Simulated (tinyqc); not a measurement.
Leakage through a gate insulator: direct, Fowler-Nordheim, trap-assisted and Poole-Frenkel currents: one step, computed by the program tinyqc. Command: `OMP_NUM_THREADS=1 python tinyqc.py 3013464 3013465 out.jsonl oxideleak walk`. One thread of a shared host (Intel(R) Xeon(R) Processor @ 2.30GHz), about 0.01 s of CPU time with the checks.

Electrons enter from the cathode Fermi level at x = 0; the conduction band of the insulator lies phi_b - e F x above it, F = V/t. WKB exponents use a parabolic band with mass m.

Problem. One trap at several depths. For a level a distance phi(x) below the band, the WKB exponent is 2 int kappa dx with kappa = sqrt(m phi/(hbar^2/2m_0)); for a linear barrier from phi_1 down to phi_2 = max(phi_1 - e F d, 0) it is G = (4/3) sqrt(m/(hbar^2/2m_0)) (phi_1^(3/2) - phi_2^(3/2))/(e F). A trap at depth x lies phi_t below the band. Capture: tunnel at the cathode Fermi level from 0 to x (G_in from phi_1 = phi_b), rate nu_0 exp(-G_in - E_c/k_B T) with E_c = E_a + max(phi_b - phi_t - e F x, 0), the last term being the height of the trap above the cathode Fermi level. Emission: tunnel from the trap level to the anode (G_out from phi_1 = phi_t over t - x), rate nu_0 exp(-G_out - E_a/k_B T). Re-emission to the cathode follows from detailed balance, rate_back = rate_in exp(dE/k_B T) with dE = phi_b - phi_t - e F x. Each trap passes R = rate_in rate_out/(rate_in + rate_back + rate_out) electrons per second; filling from the anode is left out. Depths: t times 0.08, 0.2, 0.32, 0.44, 0.56, 0.68, 0.8 and 0.92, rounded to 0.01 nm.

Inputs (values chosen for the exercise, with an insulator like Al2O3):

| quantity | value | unit |
|---|---|---|
| thickness t | 2.1 | nm |
| barrier phi_b | 2.27 | eV |
| tunnelling mass m | 0.37 | m_0 |
| voltage across the insulator V | 0.34 | V |
| trap depth phi_t | 1.7 | eV |
| attempt rate nu_0 | 1e+12 | 1/s |
| activation of capture E_a | 0.16 | eV |
| temperature T | 400 | K |

Constants: k_B = 8.617333262e-05 eV/K; hbar^2/(2 m_0) = 3.80998212 eV angstrom^2.

Give: Rates.

Solution.

Rates:

| x (nm) | G_in | G_out | E_c (eV) | rate in (1/s) | rate back (1/s) | rate out (1/s) | R (1/s) |
|---|---|---|---|---|---|---|---|
| 0.17 | 1.592 | 14.939 | 0.70248 | 2.8708e+02 | 1.9629e+09 | 3.1334e+03 | 4.5827e-04 |
| 0.42 | 3.914 | 13.091 | 0.66200 | 9.1038e+01 | 1.9237e+08 | 1.9902e+04 | 9.4176e-03 |
| 0.67 | 6.216 | 11.216 | 0.62152 | 2.9490e+01 | 1.9258e+07 | 1.2979e+05 | 1.9742e-01 |
| 0.92 | 8.496 | 9.314 | 0.58105 | 9.7596e+00 | 1.9697e+06 | 8.6877e+05 | 2.9871e+00 |
| 1.18 | 10.844 | 7.310 | 0.53895 | 3.1620e+00 | 1.8817e+05 | 6.4477e+06 | 3.0723e+00 |
| 1.43 | 13.080 | 5.357 | 0.49848 | 1.0940e+00 | 2.0120e+04 | 4.5462e+07 | 1.0935e+00 |
| 1.68 | 15.293 | 3.379 | 0.45800 | 3.8694e-01 | 2.1993e+03 | 3.2866e+08 | 3.8694e-01 |
| 1.93 | 17.485 | 1.376 | 0.41752 | 1.3995e-01 | 2.4582e+02 | 2.4353e+09 | 1.3995e-01 |

The most effective of these traps sits at 1.18 nm, 56 % of the way; where rate back exceeds rate out, re-emission drains the trap, and elsewhere the slower forward step limits R.
